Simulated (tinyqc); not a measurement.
## Fully depleted semiconductor-on-insulator film with two gates, non-linear Poisson equation by Newton steps: threshold and coupling against the buried-oxide thickness

One dimension across the film, front interface at x = 0, back interface at x = ts. psi is counted from the intrinsic level, n = ni exp(psi/Vt) (source grounded), holes neglected, acceptors ionised. Gates act through Cox = eps0 eox/tox and Cbox = 3.9 eps0/tb with potentials G1 = Vg - (phiM - chi - Vt ln(Nc/ni)) and G2 = Vb - (phiB - chi - Vt ln(Nc/ni)). Classical Boltzmann densities, no interface charge, no depletion in the back plane.

ni = sqrt(Nc Nv) exp(-Eg/(2 Vt)), Eg in volts. The Poisson equation eps0 eps_r d2psi/dx2 = q (n + Na), with -eps0 eps_r dpsi/dx = Cox (G1 - psi) at x = 0 and eps0 eps_r dpsi/dx = Cbox (G2 - psi) at x = ts, is solved on 300 equal intervals with half boxes at both ends; N_inv is the trapezoid sum of n. VT is the Vg for N_inv = 1e11 cm^-2; -dVT/dVb from the linearised equation. Limits with Cs = eps0 eps_r/ts: front channel Cs Cbox/(Cox (Cs + Cbox)), back channel Cbox (Cox + Cs)/(Cox Cs). Swing at N_inv = 1e8 cm^-2.

Values chosen for this exercise; band and dielectric values close to those of silicon: temperature T = 250 K; band gap Eg = 1.13 eV; relative permittivity eps_r = 11.8; conduction-band density of states at T Nc = 2.11e19 cm^-3; valence-band density of states at T Nv = 2.03e19 cm^-3; electron affinity chi = 3.99 eV; relative permittivity of the gate insulator (close to silicon dioxide) eox = 3.9; insulator thickness tox = 3 nm; film thickness ts = 13 nm; acceptor density of the film Na = 1e15 cm^-3; work function of the front gate phiM = 4.12 eV; work function of the back plane phiB = 5.04 eV; back-gate voltage Vb = 0 V.

Constants: q = 1.602176634e-19 C, kB = 1.380649e-23 J/K, Vt = kB T/q, eps0 = 8.8541878128e-14 F/cm where lengths are in cm. Results are converted to the units shown.

Result of one run:
```
VT (V)  centroid/ts at VT  -dVT/dVb  front-channel limit  back-channel limit  swing (mV/decade)
0.0509              0.394    0.0226               0.0147              0.0365               50.8
```

Which buried-oxide thickness (eps_r 3.9) tb gave this result: 6, 27, 73 or 200 nm?

tb = 200 nm.

The whole series:
```
tb (nm)  VT (V)  centroid/ts at VT  -dVT/dVb  front-channel limit  back-channel limit  swing (mV/decade)
6         0.376             0.0514     0.320                0.291                1.22               65.8
9.9       0.289             0.0710     0.238                0.211               0.737               61.7
16        0.217              0.102     0.173                0.148               0.456               58.5
27        0.157              0.154     0.119               0.0959               0.270               55.8
45        0.113              0.225    0.0813               0.0609               0.162               53.9
73       0.0844              0.294    0.0552               0.0388               0.100               52.6
120      0.0643              0.353    0.0360               0.0241              0.0608               51.6
200      0.0509              0.394    0.0226               0.0147              0.0365               50.8
```

As tb goes from 6 to 200, VT falls from 0.376 to 0.0509 V, the centroid rises from 0.0514 to 0.394 of ts and -dVT/dVb falls from 0.320 to 0.0226. The coupling covers 3.06 % of the way from the front-channel to the back-channel limit in the first row and 36.3 % in the last.

Computed by the program tinyqc: `OMP_NUM_THREADS=1 python tinyqc.py 2190006 2190007 out.jsonl`, one thread of a shared Intel Xeon 2.30GHz, about 0.4 s for the whole run.
